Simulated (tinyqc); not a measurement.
Changing the time t: equilibrium crystal shape, supported particles, Gibbs-Thomson effect and coarsening. Computed by tinyqc, a small Python program. Command: `OMP_NUM_THREADS=1 python tinyqc.py 3021652 3021653 out.jsonl wulff sweep`. One thread of a shared host (Intel(R) Xeon(R) Processor @ 2.30GHz), about 0.2 s of CPU time with the checks.

A cubic crystal bounded by {100}, {110} and {111} facets only.

Inputs (values chosen for the exercise, for a model cubic crystal): atomic volume Omega = 11.81 angstrom^3; temperature T = 950 K; precipitate interface energy gamma_i = 0.15 J/m^2; solubility x_inf at a flat interface = 0.0001; diffusivity D = 1.3e-19 m^2/s; mean radius at the start r0 = 2.2 nm.

Surface energies: given.

surface energies gamma(100), gamma(110), gamma(111) (J/m^2): [1.55, 1.66, 1.54]

Constants: k_B = 1.380649e-23 J/K.

Method. The energies and Omega are given. Spherical precipitates of nearly pure solute with atomic volume Omega: x(r) = x_inf exp(l/r), l = 2 gamma_i Omega/(k_B T). Diffusion-limited coarsening at small volume fraction (Lifshitz-Slyozov-Wagner): r^3 = r0^3 + K t, K = (4/9) D x_inf l; the number density falls as (r0/r)^3. The steady size distribution is assumed from the start, and D and x_inf are inputs that do not follow T.

One run for each value:
```
time t (s)  mean radius at t (nm)  number density over its start
2.30e+05                    2.224                     9.6739e-01
9.50e+05                    2.298                     8.7777e-01
3.90e+06                    2.558                     6.3628e-01
1.60e+07                    3.290                     2.9894e-01
6.80e+07                    4.888                     9.1182e-02
2.80e+08                    7.650                     2.3786e-02
1.20e+09                   12.350                     5.6533e-03
4.90e+09                   19.711                     1.3904e-03
2.00e+10                   31.490                     3.4101e-04
```

Over the rows, mean radius at t (nm) rises from 2.22 to 31.5 (exponent d ln y / d ln x 0.023 between the first rows and 0.33 between the last); number density over its start falls from 0.967 to 3.41e-4 (exponent d ln y / d ln x -0.069 between the first rows and -1.00 between the last). At the high end the exponent of mean radius at t is 0.33, close to 0.33: the cube-root law of coarsening. At the low end the exponent of mean radius at t is 0.02, close to 0: K t is still small against r0^3. At the high end the exponent of number density over its start is -1.00, close to -1: at fixed volume fraction the number goes as 1/r^3.
